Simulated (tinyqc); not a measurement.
# Thermal resistances of a two-die stack

Problem. Heat leaves through the lower die only, and the system is linear. Find the resistance R1 from the lower die to the coolant, R2 between the dies, and the rise of the upper die when both are powered.

Inputs (values chosen for the exercise):
```
symbol  value  unit                 meaning
P1         21     W  power of the lower die
P2         22     W  power of the upper die
```

rises of the lower and upper die with only the lower one powered (K): [11.97, 11.97]
rises of the lower and upper die with only the upper one powered (K): [12.54, 18.04]

Answer. With only the lower die powered no heat crosses R2, so both dies rise by P1 R1; the difference in the second test is P2 R2; rises add.

R1 = 0.570 K/W
R2 = 0.250 K/W
rise of the upper die = 30.0 K

Program tinyqc, `OMP_NUM_THREADS=1 python tinyqc.py 2162225 2162226 out.jsonl`; Intel Xeon 2.30GHz, shared host, one thread, about 0.03 s.
